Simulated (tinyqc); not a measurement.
A ladder of methods, and size consistency: correlation methods against full CI in the sto-3g basis, for H4, spin multiplicity 1. Computed by the program tinyqc with PySCF. All electrons correlated; +Q is the Davidson correction (1 - c0^2) E_corr. The last columns treat two copies 100 angstrom apart as one system. FCI is the lowest singlet.

Geometry (angstrom):

| atom | x | y | z |
|---|---|---|---|
| H | 0.0000 | 0.0000 | 0.0000 |
| H | 0.0000 | 0.0000 | 0.9800 |
| H | 0.0000 | 0.0000 | 2.5630 |
| H | 0.0000 | 0.0000 | 3.5430 |

RHF energy of one = -2.137986 hartree

Correlation energies (hartree):

| method | E_corr of one | share of FCI (%) | E_corr of two at 100 angstrom | two minus twice one (mhartree) |
|---|---|---|---|---|
| MP2 | -0.03990 | 60.107 | -0.07981 | 0.000 |
| CISD | -0.06462 | 97.343 | -0.12315 | 6.099 |
| CISD+Q | -0.06798 | 102.396 | -0.13426 | 1.695 |
| CCSD | -0.06630 | 99.868 | -0.13260 | 0.000 |
| CCSD(T) | -0.06635 | 99.949 | -0.13271 | 0.000 |
| FCI | -0.06639 | 100.000 | - | - |

What does the comparison show, and why?

MP2 recovers 60 %, CISD 97.3 % and CCSD 99.9 % of the FCI value (c0^2 = 0.948 in CISD). MP2 and coupled cluster are size consistent, so their last column vanishes; CISD loses 6.10 mhartree, since a double excitation on each copy is a quadruple of the pair, and the Davidson correction leaves +1.69.
